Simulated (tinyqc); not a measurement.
Octagonal on-chip spiral inductor, lumped pi model: one step of the calculation.

Outer diameter do = di + 2 n wd + 2 (n - 1) sp, mean da = (do + di)/2, fill p = (do - di)/(do + di), length l = 3.314 n da. L = 2.25 mu0 n^2 da/(1 + 3.55 p), mu0 = 4 pi 1e-7 H/m. Rs = rho l/(wd delta (1 - exp(-th/delta))), delta = sqrt(rho/(pi f mu0)). Cs = n wd^2 eps0 eo/hu across the coil. At each end Cox = l wd eps0 eo/(2 ho) leads to the substrate branch Rsi = 2 rs he/(l wd) in parallel with Csi = l wd eps0 11.7/(2 he). With one end grounded Y = 1/(Rs + i w L) + i w Cs + 1/[1/(i w Cox) + 1/(1/Rsi + i w Csi)], w = 2 pi f; Q = -Im Y/Re Y. Eddy currents in neighbouring turns and in the substrate are left out.

Task. Geometry and model elements. do, l, L, delta, Rs, Cs, Cox, Rsi and Csi as defined.

Parameters, values chosen for the exercise; values of the order met in silicon radio-frequency processes:
```
symbol,value,unit,meaning
n,3.5,,number of turns
wd,20,um,line width
sp,3,um,space between turns
di,100,um,inner diameter
th,3,um,metal thickness
rho,2.2,uohm cm,metal resistivity
ho,6.7,um,oxide below the coil
hu,1.4,um,oxide between coil and underpass
eo,3.9,,relative permittivity of the oxide
rs,20,ohm cm,substrate resistivity
he,80,um,effective spreading depth in the substrate
f,2.6,GHz,frequency
```

Constants: eps0 = 8.8541878128e-12 F/m. Results are converted to the units shown.

Wanted: do; l; L; delta; Rs; Cs; Cox; Rsi; Csi.

Result.

do = 255.00 um
l = 2058.8 um
L = 2.4109 nH
delta = 1.4640 um
Rs = 1.7757 ohm
Cs = 34.531 fF
Cox = 106.11 fF
Rsi = 777.14 ohm
Csi = 26.660 fF

tinyqc, about 0.01 s, one thread, Intel Xeon 2.30GHz (shared host): `OMP_NUM_THREADS=1 python tinyqc.py 2302222 2302223 out.jsonl`
